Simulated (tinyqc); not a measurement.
Inside a calculation. Model: a barrier in a uniform field, exact transmission by Airy functions.

Numbers from tinyqc (`OMP_NUM_THREADS=1 python tinyqc.py 2580111 2580112 out.jsonl`; about 0.01 s on one thread of a shared Intel Xeon 2.30GHz). Printed values are rounded.

The left lead has its band edge at 0, the barrier edge falls as U(x) = U0 - F x with F = V/d for 0 < x < d, and the right lead has its edge at -V. No transverse momentum; C = hbar^2/(2 m0); psi and psi'/m are continuous. M carries (psi, psi'/m) across the barrier.

Values chosen for this exercise; masses and offsets close to those of GaN wells and AlGaN barriers; the mass of the right lead is set freely:
- mL = 0.2 m0 (mass in the left lead)
- U0 = 0.62 eV (barrier edge at x = 0)
- m1 = 0.28 m0 (mass in the barrier)
- E = 0.234 eV (electron energy)
- d = 3.6 nm (barrier width)
- V = 0.27 V (voltage across the barrier)
- mR = 0.37 m0 (mass in the right lead)

Constants: q = 1.602176634e-19 C, hbar = 1.054571817e-34 J s, m0 = 9.1093837015e-31 kg, hbar^2/(2 m0) = 0.0380998212 eV nm^2. Results are converted to the units shown.

Range of the model: Masses are held fixed, although real bands cease to be parabolic a few tenths of an eV from their edges.

## Scaled variables

Energy scale e = (C F^2/m1)^(1/3), z(x) = (U(x) - E)/e, s = (dz/dx)/m1 = -F/(e m1); v = k/m in a lead. vL = sqrt(mL E/C)/mL, vR = sqrt(mR (E + V)/C)/mR.

F = 0.075 V/nm
e = 0.0914736 eV
z1 = 4.21980
z2 = 1.26813
s = -2.92825 1/nm
vL = 5.54155 1/nm
vR = 5.97934 1/nm

Both z are positive: the whole barrier is forbidden.

## Airy functions at the edges

Ai and Bi solve y'' = z y, with Wronskian Ai Bi' - Ai' Bi = 1/pi.

Airy functions:
```
            Ai          Ai'       Bi      Bi'
z1  6.01855e-4  -0.00126978  129.014  256.689
z2   0.0973723    -0.124239  1.50844  1.34435
```

## Transfer matrix

With a = Ai, a' = Ai', b = Bi, b' = Bi' at z1 (left edge) and z2 (right edge): M11 = pi (a2 b1' - b2 a1'), M12 = (pi/s)(b2 a1 - a2 b1), M21 = pi s (a2' b1' - b2' a1'), M22 = pi (b2' a1 - a2' b1).

M (M12 in nm, M21 in 1/nm):
```
         1        2
1  78.5284  13.4767
2  293.359  50.3578
```

## Transmission, exact and WKB

With M acting on (psi, psi'/m) and v = k/m in each lead, T(E) = 4 vL vR/[(vL vR M12 - M21)^2 + (vR M11 + vL M22)^2]. WKB: exp(-S), S = (4/(3 F)) sqrt(m1/C) [max(U0 - E, 0)^1.5 - max(U0 - F d - E, 0)^1.5].

T(E) = 2.26997e-4
S = 9.65376
exp(-S) = 6.41841e-5
ratio T(E)/exp(-S) = 3.53665

The exact value is 3.54 times the WKB one.
